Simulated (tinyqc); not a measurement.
Worked calculation: smearing for a one-band metal on the square lattice. Values are carried at full precision from step to step, so a last printed digit may differ when a step is redone from the rounded ones.

Lattice vectors (units of a): a1 = (1, 0), a2 = (0, 1). E(k) = -t A_1(k) - t2 A_2(k), A_m the sum of cos(k . R) over the 4 nearest and 4 second lattice vectors. Mesh k = sum (j_i/N) b_i, j_i = 0 .. N-1.

Values chosen for the exercise: t = 1.41 eV (nearest hopping); t2 = 0.32 eV (second hopping); N = 6 (unshifted mesh); ne = 0.88 (electrons per cell); sigma = 0.705 eV (width).

## Levels on the mesh

Evaluate the band and collect equal energies with their counts.

Distinct levels:
```
E_k (eV)  points
-6.9200        1
-4.8700        4
-3.1400        4
-0.7700        4
0.3200         8
1.2800         2
2.0500         4
2.5000         4
3.5900         4
4.3600         1
```

10 distinct levels; the mean spacing is 1.253 eV.

## Fermi level with cold (Marzari-Vanderbilt) smearing

With x = (E_k - mu)/sigma: cold (Marzari-Vanderbilt) with y = x + 1/sqrt(2), f = erfc(y)/2 + exp(-y^2)/sqrt(2 pi), s = y exp(-y^2)/sqrt(2 pi). With weights w = points/N^d (d the dimension), mu solves 2 sum w f = ne; E = 2 sum w f E_k, S = 2 sum w s, F = E - sigma S.

Weights w = points/total. Bisection from the lowest and highest level; ten steps are shown.

Bisection:
```
step  low (eV)  high (eV)  mu (eV)  electrons
1      -6.9200     4.3600  -1.2800     0.5177
2      -1.2800     4.3600   1.5400     1.2886
3      -1.2800     1.5400   0.1300     0.8453
4       0.1300     1.5400   0.8350     1.1431
5       0.1300     0.8350   0.4825     0.9905
6       0.1300     0.4825   0.3063     0.9130
7       0.1300     0.3063   0.2181     0.8778
8       0.2181     0.3063   0.2622     0.8951
9       0.2181     0.2622   0.2402     0.8863
10      0.2181     0.2402   0.2291     0.8820
```

## Occupations and energies

Converge mu, then list x, f and s of each level and form the sums.

mu = 0.2239 eV

x, f and s of each level:
```
E_k (eV)       x       f        s
-6.9200   -10.13  1.0000   0.0000
-4.8700    -7.23  1.0000   0.0000
-3.1400    -4.77  1.0000   0.0000
-0.7700    -1.41  1.0833  -0.1711
0.3200      0.14  0.3123   0.1652
1.2800      1.50  0.0040   0.0068
2.0500      2.59  0.0000   0.0000
2.5000      3.23  0.0000   0.0000
3.5900      4.77  0.0000   0.0000
4.3600      5.87  0.0000   0.0000
```

E = -2.3048 eV
S = 0.0362
F = -2.3303 eV
(E + F)/2 = -2.3176 eV

Levels with f between 0.001 and 0.999: 2. f leaves the range 0 to 1: it runs from 0.0000 to 1.0833. For this scheme F itself has no term in sigma^2, so F is the estimate of the energy at zero width. That argument needs a smooth density of states, and the number of distinct levels within 2 sigma of mu is only 3, so it may fail on this mesh.

## Checks

- The slope dF/d sigma by finite differences against -S: both -0.036163.
- The slope dF/d ne by finite differences against mu (eV): both 0.22389.

Run: tinyqc, `OMP_NUM_THREADS=1 python tinyqc.py 1680371 1680372 out.jsonl`; Intel(R) Xeon(R) Processor @ 2.30GHz, one thread, shared host; about 0.07 s of CPU time with all checks.
